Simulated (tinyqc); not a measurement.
From results back to parameters: two-level Kane dispersion of a narrow-gap semiconductor. Three cases, with inputs chosen for the exercise.

Problem. In the two-level Kane model E = Eg/2 + sqrt(Eg^2/4 + (2/3) Ep c k^2), c = hbar^2/2m0, and the momentum mass is m(k) = (3/(2 Ep)) sqrt(Eg^2 + (8/3) Ep c k^2). It is given at the Fermi wave vectors kF = (3 pi^2 n)^(1/3) of two densities (1 cm^-3 = 1e-24 angstrom^-3).

Constants: hbar^2/2m0 = 3.80998211 eV angstrom^2.

Find: kF^2; Ep; edge mass; |Eg|.

Case 1.

Values chosen (out of a larger set: a gap close to zero; not measured data): n12 = (6.2e+15, 2.2e+17) cm^-3 (two densities).

masses at the two densities (m0): 0.00684145  0.02102747

Solution.

kF^2 (1/angstrom^2): 3.2300e-05  0.00034879

Ep = 18.3 eV
edge mass = 0.00254 m0
|Eg| = 0.031 eV

m^2 = m0*^2 + (6 c/Ep) kF^2 is a straight line in kF^2: the slope gives Ep, the intercept the edge mass, and |Eg| = (2/3) Ep m0*. The sign of Eg does not enter. For Eg < 0 the edge mass does not depend on Dso, which enters only as EF nears it.

Case 2.

Values chosen (out of a larger set: near those of grey Sn; not measured data): n12 = (6.3e+15, 7.8e+17) cm^-3 (two densities).

masses at the two densities (m0): 0.02686624  0.03875788

Solution.

kF^2 (1/angstrom^2): 3.2647e-05  0.00081098

Ep = 22.8 eV
edge mass = 0.02625 m0
|Eg| = 0.399 eV

m^2 = m0*^2 + (6 c/Ep) kF^2 is a straight line in kF^2: the slope gives Ep, the intercept the edge mass, and |Eg| = (2/3) Ep m0*. The sign of Eg does not enter. For Eg < 0 the edge mass does not depend on Dso, which enters only as EF nears it.

Case 3.

Values chosen (out of a larger set: near those of InSb; not measured data): n12 = (3.7e+15, 5.7e+17) cm^-3 (two densities).

masses at the two densities (m0): 0.01560823  0.02943947

Solution.

kF^2 (1/angstrom^2): 2.2895e-05  0.00065796

Ep = 23.3 eV
edge mass = 0.01487 m0
|Eg| = 0.231 eV

m^2 = m0*^2 + (6 c/Ep) kF^2 is a straight line in kF^2: the slope gives Ep, the intercept the edge mass, and |Eg| = (2/3) Ep m0*. The sign of Eg does not enter. The two-level form takes Dso as infinite, which overstates the mass where Dso is not large against Eg.

Computed by tinyqc, one run a case: `OMP_NUM_THREADS=1 python tinyqc.py N N+1 out.jsonl` with N = 1081241, 1081269, 1081307; one thread of a shared Intel(R) Xeon(R) Processor @ 2.30GHz, about 0.01 s a run at most.
